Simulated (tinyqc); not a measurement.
Raising U: Hubbard ring of 5 sites, mean field against exact. Computed by the program tinyqc. 

one-body matrix (hopping and site energies) (eV):
```
,1,2,3,4,5
1,-0.1900,-1.1600,0.0000,0.0000,-1.1600
2,-1.1600,-0.0500,-1.1600,0.0000,0.0000
3,0.0000,-1.1600,0.0100,-1.1600,0.0000
4,0.0000,0.0000,-1.1600,-0.0700,-1.1600
5,-1.1600,0.0000,0.0000,-1.1600,-0.1600
```

electrons, up and down: 3  2

Collinear unrestricted mean field (the lowest of 40 random starts) against exact diagonalisation.

Exact and mean-field results (eV):
```
U,U/t,E exact,E mean field,mean |n_up - n_down|,"double occupancy, exact",first gap in the sector
0.580,0.500,-6.59285,-6.57091,0.205,0.222,0.015
1.160,1.000,-5.97692,-5.88763,0.224,0.203,0.012
2.320,2.000,-4.92078,-4.56819,0.340,0.162,0.008
3.480,3.000,-4.09791,-3.45444,0.608,0.123,4.30e-03
4.640,4.000,-3.47817,-2.74300,0.786,0.092,2.29e-03
6.960,6.000,-2.66222,-1.99605,0.908,0.053,6.73e-04
9.280,8.000,-2.17393,-1.61555,0.949,0.033,2.36e-04
13.920,12.000,-1.63604,-1.23202,0.978,0.016,4.89e-05
23.200,20.000,-1.17679,-0.92372,0.992,0.006,0.000
```

In absolute terms mean field is worst at U/t = 4.0, 0.735 eV too high: at small U it is nearly exact, and at large U it misses only exchange-scale energies. Relative to the exact energy its error is 0.3 % at the smallest U, 26 % at most and 22 % at the largest. The double occupancy falls from 0.222 to 0.006.
